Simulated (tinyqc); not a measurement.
Worked calculation: propagation of a band-gap error through k.p and effective-mass formulas. Values are carried at full precision from step to step, so a last printed digit may differ when a step is redone from the rounded ones.

Chain, for a gap E (the reference Eg or another value), with Ep and Dso kept: 1/me = 1 + Ep (E + 2 Dso/3)/(E (E + Dso)); g* = 2 - 2 Ep Dso/(3 E (E + Dso)); g1(E) = g1 + (Ep/3)(1/E - 1/Eg), g2(E) = g2 + (Ep/6)(1/E - 1/Eg), light hole 1/(g1 + 2 g2), heavy hole 1/(g1 - 2 g2) along [100]; optical constant ei(E) = 1 + (ei - 1)(EP/(EP + E - Eg))^2, static e0(E) = ei(E) + e0 - ei.

Constants: Ry = 13.60569312 eV; a0 (Bohr radius) = 0.5291772105 angstrom; kB = 8.617333262e-05 eV/K; hbar^2/2m0 = 3.80998211 eV angstrom^2.

Values chosen for the exercise (reference values near those of GaAs, gap at low temperature; the results hold for these values, not for the real material):
- Eg = 1.54 eV (gap at Gamma to the s-like level)
- Dso = 0.343 eV (spin-orbit splitting)
- Ep = 26 eV (Kane energy)
- g1 = 6.98 (Luttinger gamma1)
- g2 = 2.07 (gamma2)
- e0 = 12.76 (static dielectric constant)
- ei = 10.75 (optical dielectric constant)
- EP = 5.39 eV (mean (Penn) gap)
- Eg2 = 2.572 eV (a wrong gap, of the size a hybrid with far too much exact exchange can give)
- mh = 0.62 m0 (density-of-states mass of the holes)
- T = 77 K (temperature)
- k = 0.048 1/angstrom (wave vector)

## Masses, g factor and screening for both gaps

Evaluate the chain at Eg and at Eg2.

Band values at the two gaps:

| quantity | at Eg | at Eg2 | ratio |
|---|---|---|---|
| me | 0.05932 | 0.09335 | 1.574 |
| g* | -0.05024 | 1.207 | - |
| g1 | 6.980 | 4.722 | 0.676 |
| g2 | 2.070 | 0.9410 | 0.455 |
| light hole | 0.08993 | 0.1514 | 1.684 |
| heavy hole | 0.3521 | 0.3521 | 1.000 |
| ei | 10.75 | 7.868 | 0.732 |
| e0 | 12.76 | 9.878 | 0.774 |

The gap is off by a factor of 1.67; the electron mass follows with 1.57 and the light hole with 1.68, while the heavy hole, which does not couple to the conduction level, keeps its value. The optical constant changes less, by -27 %, as it answers to the mean gap, which shifts by the same +1.03 eV on a base of 5.39 eV. g* moves by +1.26; near zero it is a difference of larger terms, and remote bands, left out here, shift it by tenths.

## Binding energies and densities for both gaps

Donor: R = Ry me/e0^2, a_B = a0 e0/me, Mott density (0.26/a_B)^3. Nc, Nv = 2 (m kT/(4 pi c))^(3/2), c = hbar^2/2m0, ni = sqrt(Nc Nv) exp(-E/2kT). Exciton: Ry mu/e0^2 with 1/mu = 1/me + g1(E). 1 angstrom^-3 = 1e24 cm^-3.

Use the values of the table.

Results:

| quantity | at Eg | at Eg2 | ratio |
|---|---|---|---|
| R (meV) | 4.957 | 13.02 | 2.63 |
| a_B (angstrom) | 113.8 | 56.00 | 0.492 |
| Mott density (cm^-3) | 1.192e+16 | 1.001e+17 | 8.40 |
| Nc (cm^-3) | 4.714e+16 | 9.307e+16 | 1.97 |
| ni (cm^-3) | 1.097e-33 | 2.598e-67 | 2.37e-34 |
| exciton (meV) | 3.505 | 9.034 | 2.58 |

Power laws carry the error on: the donor energy (me/e0^2) by a factor of 2.63, the Mott density (cube of me/e0) by 8.40. ni, with its exponential, changes by a factor of 2.37e-34, that is 33.6 decades.

## A scissor shift and what it does not mend

A rigid shift D = Eg - Eg2 of the conduction band restores the gap but leaves the curvature, so the mass stays me(Eg2); redoing the sum 1/m = 1 + Ep (E + 2 Dso/3)/(E (E + Dso)) with E = Eg and the same Ep gives another mass. For optics, eps2 at the edge goes as |p|^2/E^2: a rigid shift keeps the dipole elements p/E, while shifting the energies under unchanged p scales eps2 by (Eg2/Eg)^2.

shift D = -1.032 eV
mass under a rigid shift = 0.0934 m0
mass from the sum with the corrected gap = 0.0593 m0
factor on eps2 if p is left unscaled = 2.789

The rigid shift leaves the mass off by a factor of 1.57. The mass from the corrected gap is the reference me(Eg) here, because the exercise keeps Ep fixed; a real correction of the gap depends on k and changes Ep as well.

## Far from the edge the relative error shrinks

Two-level dispersion E(k) = sqrt(E^2/4 + Ep c k^2) - E/2 at k/4, k, 4k for both gaps, c = hbar^2/2m0.

Energies above the edge:

| k (1/angstrom) | at Eg (eV) | at Eg2 (eV) | ratio |
|---|---|---|---|
| 0.01200 | 0.0092 | 0.0055 | 0.601 |
| 0.04800 | 0.1362 | 0.0859 | 0.631 |
| 0.19200 | 1.2903 | 1.0174 | 0.789 |

The ratio tends to Eg/Eg2 = 0.60 at k = 0 and goes from 0.601 to 0.789: at large k both curves approach the same slope sqrt(Ep c), while their distance in eV grows towards |Eg - Eg2|/2.

## Checks

- Chain at E = Eg against the inputs g1, g2, ei, e0: they agree to 1e-10 or better.

(tinyqc, `OMP_NUM_THREADS=1 python tinyqc.py 1880141 1880142 out.jsonl`, Intel(R) Xeon(R) Processor @ 2.30GHz, 1 thread, shared host, about 0.01 s.)
